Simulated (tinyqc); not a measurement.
Comparisons within one model: finite square well with mass mismatch (envelope functions). A value that a table varies takes the place of the one given here.

A square well of width L and depth V0, mass mw inside and mb outside, energies from the bottom of the well, c = hbar^2/2m0. k = sqrt(mw E/c), kappa = sqrt(mb (V0 - E)/c). psi and psi'/m are continuous at the walls (BenDaniel-Duke), so level n solves k L + 2 atan[(k/mw)/(kappa/mb)] = n pi.

Non-parabolic bands: mw is replaced by mw (1 + alpha_w E) and mb by mb (1 - alpha_b (V0 - E)), in k, kappa and the matching condition alike.

Constants: hbar^2/2m0 = 3.80998211 eV angstrom^2.

Values chosen for the exercise (near those of an InGaAs well in InAlAs; shifted at random, so the results belong to these values and not to a real crystal):

| symbol | value | unit | meaning |
|---|---|---|---|
| V0 | 0.497 | eV | barrier height |
| mw | 0.0411 | m0 | mass in the well |
| mb | 0.0781 | m0 | mass in the barrier |
| Ls | (21, 32, 48, 72, 109, 163, 244) | angstrom | widths |
| L | 87 | angstrom | well width |
| alpha_w | 1.07 | 1/eV | non-parabolicity in the well |
| alpha_b | 0.6 | 1/eV | non-parabolicity in the barrier |

## Width of the well

Levels against L, beside the infinite well E1(hard) = c (pi/L)^2/mw; Pb is the probability of level 1 in the barriers; a dash marks an unbound level.

Levels:

| L (angstrom) | bound levels | E1 (eV) | E2 (eV) | E1(hard) (eV) | Pb |
|---|---|---|---|---|---|
| 21 | 1 | 0.2770 | - | 2.0746 | 0.358 |
| 32 | 1 | 0.1951 | - | 0.8935 | 0.207 |
| 48 | 2 | 0.1275 | 0.4764 | 0.3971 | 0.109 |
| 72 | 2 | 0.0770 | 0.3104 | 0.1765 | 0.052 |
| 109 | 3 | 0.0428 | 0.1728 | 0.0770 | 0.022 |
| 163 | 4 | 0.0228 | 0.0916 | 0.0344 | 0.008 |
| 244 | 6 | 0.0115 | 0.0463 | 0.0154 | 0.003 |

The infinite well overestimates E1 by a factor 7.49 at 21 angstrom and 1.33 at 244 angstrom. The local exponent d ln E1/d ln L goes from -0.83 (first two rows) to -1.68 (last two), towards the -2 of hard walls, as Pb falls from 0.358 to 0.003. E2 - E1 is largest at 48 angstrom of the widths listed.

## Levels of description

The same well five ways. mb = mw: the barrier takes the mass of the well. psi' continuous: kappa holds mb but the condition drops the masses, k L + 2 atan(k/kappa) = n pi. The last column is measured against BenDaniel-Duke.

Levels (eV):

| model | E1 | E2 | E3 | E1 - E1(BDD) (meV) |
|---|---|---|---|---|
| infinite walls | 0.1209 | 0.4835 | 1.0879 | 61.5 |
| mb = mw | 0.0692 | 0.2646 | 0.4962 | 9.8 |
| BenDaniel-Duke | 0.0594 | 0.2402 | 0.4956 | 0.0 |
| psi' continuous | 0.0786 | 0.2899 | 0.4965 | 19.2 |
| non-parabolic | 0.0620 | 0.2195 | 0.4178 | 2.6 |

Hard walls put E1 61.5 meV too high. Ignoring the mass step moves it by +9.8 meV and the wrong matching by +19.2 meV: with mb/mw = 1.90, continuity of psi'/m lets the slope outside be 1.90 times the slope inside, which acts like a softer wall. Non-parabolicity shifts E1 by +2.6 meV, the balance of a heavier mass in the well, which lowers it, and a lighter mass deep in the barrier, which hardens the wall. Among the finite wells the largest departure in E1 is that of the model 'psi' continuous'.

## What each parameter does

Parabolic bands. Pb is the probability of level 1 in the barriers, (A^2/kappa)/(A^2/kappa + L/2 + sin(kL)/(2k)) with A = cos(kL/2). Each row changes one parameter from the base and keeps the others.

Results:

| case | E1 (eV) | bound levels | Pb | V0 - E1 (eV) |
|---|---|---|---|---|
| base | 0.0594 | 3 | 0.0351 | 0.4376 |
| L = 78 angstrom | 0.0691 | 2 | 0.0440 | 0.4279 |
| V0 = 0.422 eV | 0.0565 | 2 | 0.0416 | 0.3655 |
| mw = 0.0452 m0 | 0.0568 | 3 | 0.0318 | 0.4402 |
| mb = 0.0976 m0 | 0.0560 | 3 | 0.0347 | 0.4410 |

The largest shifts from the base row, up to three for each result and ties (the steps differ in size, so this ranks the rows, not the parameters). E1 (eV): L +0.0097, mb -0.0034, V0 -0.0029. bound levels: L -1, V0 -1; unchanged at the printed digits by mw and mb. Pb: L +0.0088, V0 +0.0065, mw -0.0033. V0 - E1 (eV): V0 -0.0721, L -0.0097, mb +0.0034.

Run: tinyqc, `OMP_NUM_THREADS=1 python tinyqc.py 1282002 1282003 out.jsonl`; Intel(R) Xeon(R) Processor @ 2.30GHz, one thread, shared host; about 0.04 s of CPU time with all checks.
